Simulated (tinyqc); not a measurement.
# Input admittance of a MOSFET at zero drain bias: distributed channel and distributed gate: input impedance against frequency

Source and drain grounded, strong inversion, w = 2 pi f, Cox = eps0 eox/tox. The channel is an RC line of resistance 1/(mu Cox Vo) per square fed from both ends, so one finger has the intrinsic admittance y = i w Cox L tanh(g)/g per width, g = (1/2) sqrt(i w tau), tau = L^2/(mu Vo). The vertical resistance rv/L is in series with y, the overlaps 2 i w Cov in parallel: y_t = 1/(1/y + rv/L) + 2 i w Cov. The gate strip is a line of Rsh/L per length loaded by y_t, so a finger has Y = y_t Wf tanh(k)/k, k = (Wf/sd) sqrt(y_t Rsh/L); the device has Nf Y.

Low-frequency limits, with c = Cox L and ct = c + 2 Cov: R_strip = Rsh Wf/(3 sd^2 L Nf), R_ch = (c/ct)^2 L/(12 mu Cox Vo Wf Nf), R_vert = (c/ct)^2 rv/(L Wf Nf), C = ct Wf Nf. Z = 1/(Nf Y) = R + 1/(i w C), Q = |Im Z|/R, far-point signal |1/cosh k|.

Inputs (values chosen for the exercise); values of the order met in silicon radio-frequency transistors: relative permittivity of the gate insulator (close to zirconium oxide) eox = 25.4; insulator thickness tox = 14 nm; channel length L = 0.19 um; finger width Wf = 7.9 um; number of fingers Nf = 1; channel mobility mu = 200 cm^2/(V s); gate overdrive Vo = 0.69 V; sheet resistance of the gate Rsh = 5.7 ohm/square; vertical resistivity of the gate stack rv = 1.8 ohm um^2; number of ends at which a finger is contacted sd = 1; overlap and fringe capacitance on each side Cov = 0.37 fF/um.

Constants: eps0 = 8.8541878128e-14 F/cm where lengths are in cm. Results are converted to the units shown.

The same in every row: low-frequency R (ohm) = 85.63.

Result of one run:

| f (GHz) | w tau | \|k\| | R (ohm) | C (fF) | Q | signal at the far point |
|---|---|---|---|---|---|---|
| 30 | 0.4931 | 1.156 | 84.50 | 28.83 | 2.178 | 0.8599 |

What becomes of these results when the frequency f is changed from 30 to 300 GHz, all else the same?

Result of the changed run:

| f (GHz) | w tau | \|k\| | R (ohm) | C (fF) | Q | signal at the far point |
|---|---|---|---|---|---|---|
| 300 | 4.931 | 3.457 | 55.76 | 13.48 | 0.7056 | 0.1203 |

The whole series:

| f (GHz) | w tau | \|k\| | R (ohm) | C (fF) | Q | signal at the far point |
|---|---|---|---|---|---|---|
| 0.4 | 0.006575 | 0.1336 | 85.63 | 29.96 | 155.1 | 1.000 |
| 1 | 0.01644 | 0.2112 | 85.63 | 29.96 | 62.04 | 0.9998 |
| 2 | 0.03287 | 0.2987 | 85.63 | 29.95 | 31.03 | 0.9992 |
| 5 | 0.08218 | 0.4723 | 85.60 | 29.92 | 12.43 | 0.9952 |
| 10 | 0.1644 | 0.6679 | 85.50 | 29.82 | 6.241 | 0.9812 |
| 30 | 0.4931 | 1.156 | 84.50 | 28.83 | 2.178 | 0.8599 |
| 60 | 0.9862 | 1.632 | 81.48 | 26.15 | 1.245 | 0.6383 |
| 100 | 1.644 | 2.097 | 75.95 | 22.29 | 0.9404 | 0.4330 |
| 300 | 4.931 | 3.457 | 55.76 | 13.48 | 0.7056 | 0.1203 |

R falls from 85.6 to 55.8 ohm and C falls from 30.0 to 13.5 fF. Q goes as f^(-1.00) between the first two rows and f^(-0.26) between the last two, where w tau = 4.93 and |k| = 3.46. The low-frequency limits hold both R and C within 5 % up to f = 30 GHz among the rows.

Computed by the program tinyqc: `OMP_NUM_THREADS=1 python tinyqc.py 2262123 2262124 out.jsonl`, one thread of a shared Intel Xeon 2.30GHz, about 0.01 s for the whole run.
